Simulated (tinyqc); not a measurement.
Schottky emission and Poole-Frenkel conduction in an insulator, and how to tell them apart: activation energy against field.

Schottky emission (electrode-limited): J = As T^2 exp[-(pb - b sqrt(F))/Vt], b = sqrt(q/(4 pi eps0 ei)). Poole-Frenkel emission (bulk-limited): J = s0 F exp[-(pt - 2 b sqrt(F))/Vt]. F in V/cm.

The activation energy is -d ln J/d(q/kB T) at fixed F.

Values chosen for this exercise; dielectric values close to those of zirconium oxide: temperature T = 400 K; high-frequency relative permittivity ei = 4.55; trap depth pt = 0.94 eV; Poole-Frenkel prefactor s0 = 0.064 S/cm; electrode barrier pb = 1.33 eV; Richardson constant As = 17 A/(cm^2 K^2).

Constants: q = 1.602176634e-19 C, kB = 1.380649e-23 J/K, Vt = kB T/q, eps0 = 8.8541878128e-14 F/cm where lengths are in cm. Results are converted to the units shown.

Results:
```
F (MV/cm)  sqrt(F) ((V/cm)^0.5)  J, Schottky (A/cm^2)  its Ea (eV)  J, Poole-Frenkel (A/cm^2)  its Ea (eV)
0.2                       447.2             4.783e-10        1.319                   1.856e-6       0.7809
0.73                      854.4              3.912e-9        1.247                   4.531e-4       0.6360
1.26                       1122              1.561e-8        1.199                    0.01245       0.5406
1.8                        1342              4.836e-8        1.160                     0.1707       0.4627
2.33                       1526              1.255e-7        1.127                      1.489       0.3969
2.86                       1691              2.937e-7        1.098                      10.00       0.3383
3.93                       1982              1.320e-6        1.046                      277.9       0.2347
```

Estimate the missing row, F = 3.39 MV/cm.

Computed row:
```
F (MV/cm)  sqrt(F) ((V/cm)^0.5)  J, Schottky (A/cm^2)  its Ea (eV)  J, Poole-Frenkel (A/cm^2)  its Ea (eV)
3.39                       1841              6.371e-7        1.071                      55.80       0.2849
```

With this row back in the table: Both activation energies fall linearly in sqrt(F), the Poole-Frenkel one twice as fast (0.781 to 0.235 eV against 1.32 to 1.05 eV). They extrapolate to pt = 0.94 eV and to pb + 2 kB T = 1.40 eV, the 2 kB T coming from the T^2. The Schottky current is the smaller one in every row. For F = 2.33, 2.86, 3.39, 3.93 a Fowler-Nordheim estimate for tunnelling through pb with a mass of 0.4 m0 exceeds the Schottky current, so tunnelling, left out here, would compete.

tinyqc, about 0.01 s, one thread, Intel Xeon 2.30GHz (shared host): `OMP_NUM_THREADS=1 python tinyqc.py 2370174 2370175 out.jsonl`
